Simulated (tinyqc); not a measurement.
Ewald sum of point charges, displaced rock salt, strained along z by a factor 1.05, lattice, step by step. Computed by tinyqc, a small Python program that keeps every step. Command: `OMP_NUM_THREADS=1 python tinyqc.py 29544 29545 out.jsonl` (the two numbers bound the seeds that draw the settings). One thread of a shared host (Intel(R) Xeon(R) Processor @ 2.60GHz), about 0.07 s of CPU time with the checks.

## Ewald sum with eta = 0.371 1/bohr

cell vectors (rows) (bohr):
```
          1         2         3
1  0.000000  4.665000  4.898000
2  4.665000  0.000000  4.898000
3  4.665000  4.665000  0.000000
```

Charges:

| q | f1 | f2 | f3 |
|---|---|---|---|
| 2.000000 | 0.000000 | 0.000000 | 0.000000 |
| -2.000000 | 0.470000 | 0.560000 | 0.500000 |

Real space: 1/2 sum q_i q_j erfc(eta r)/r over all images with r > 0; reciprocal space: (2 pi/V) sum_(G != 0) exp(-G^2/4 eta^2)/G^2 |S(G)|^2 with S(G) = sum q exp(i G.r); self term -eta/sqrt(pi) sum q^2; background -pi Q^2/(2 V eta^2), Q the total charge.

Real-space shells (first ones):

| r (bohr) | pairs | sum (hartree) |
|---|---|---|
| 4.389793 | 2 | -0.019379 |
| 4.536079 | 2 | -0.015268 |
| 4.761355 | 2 | -0.010488 |
| 4.815338 | 2 | -0.009570 |
| 4.949062 | 2 | -0.007609 |
| 5.054636 | 2 | -0.006332 |
| 6.597306 | 8 | 0.001303 |
| 6.764069 | 16 | 0.001830 |
| 7.891625 | 2 | -0.000018 |
| 8.055384 | 2 | -0.000012 |
| 8.071964 | 2 | -0.000011 |
| 8.215880 | 2 | -0.000008 |

Reciprocal shells (first ones that count):

| G^2 (1/bohr^2) | vectors | sum (hartree) |
|---|---|---|
| 1.318438 | 8 | 0.257512 |
| 1.645592 | 2 | 0.000256 |
| 1.814080 | 4 | 0.000847 |
| 3.459672 | 8 | 0.000062 |
| 3.628160 | 4 | 0.000031 |
| 4.609622 | 8 | 0.000183 |
| 4.946598 | 16 | 0.000180 |
| 5.273752 | 8 | 2.55e-06 |
| 6.582368 | 2 | 3.23e-08 |
| 7.256320 | 4 | 4.19e-08 |
| 8.237782 | 16 | 2.70e-07 |
| 8.396448 | 8 | 5.94e-09 |

## The total does not depend on eta

The same sums for other eta.

Totals (hartree per cell):

| eta | real | reciprocal | self | background | total |
|---|---|---|---|---|---|
| 0.371000 | -0.065581 | 0.259075 | -1.674515 | 0.000000 | -1.48102111 |
| 0.504000 | -0.004330 | 0.798122 | -2.274812 | 0.000000 | -1.48102111 |
| 0.697000 | -0.000026 | 1.664926 | -3.145921 | 0.000000 | -1.48102111 |

shortest distance = 4.389793 bohr

Madelung constant -E d / (formula units |q+ q-|) = 1.625344
